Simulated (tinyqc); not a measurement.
Current crowding under a contact, resistor ladder against the transmission-line model: one step of the calculation.

A metal contact of length d and width W on a thin layer of the same width. The metal has no resistance, the sheet resistance under it equals Rsh, and current enters the layer at the front edge x = 0.

Task. Voltages and the share of the current. Cut the contact into n cells of length hc = d/n. Neighbouring cell centres are joined by a = W/(Rsh hc), each centre joins the metal (0 V) by g = W hc/rc, and I enters cell 1 through half a cell: -a v_(i-1) + b_i v_i - a v_(i+1) = I for i = 1 and 0 otherwise, b_i = g + 2 a (g + a at both ends). Rc = v_1/I + 1/(2 a). Cell i passes g v_i to the metal.

Values chosen for this exercise:

| symbol | value | unit | meaning |
|---|---|---|---|
| n | 6 |  | cells |
| I | 0.5 | mA | current |

a = 13.295455 S
g = 0.074285714 S
b_i, cell 1 to 6 (S): 13.369740  26.665195  26.665195  26.665195  26.665195  13.369740

Wanted: v_i; share of the current; Rc of the ladder.

Result.

```
cell  v_i (mV)  share of the current (%)
1        1.178                     17.51
2        1.147                     17.05
3        1.123                     16.68
4        1.104                     16.41
5        1.092                     16.23
6        1.086                     16.14
```

Rc of the ladder = 2.394 ohm

The first cell passes 17.5 % of the current and the last 16.1 %; an even spread would give 16.7 % each.

Computed by the program tinyqc: `OMP_NUM_THREADS=1 python tinyqc.py 2760070 2760071 out.jsonl`, one thread of a shared Intel Xeon 2.30GHz, about 0.01 s for the whole run.
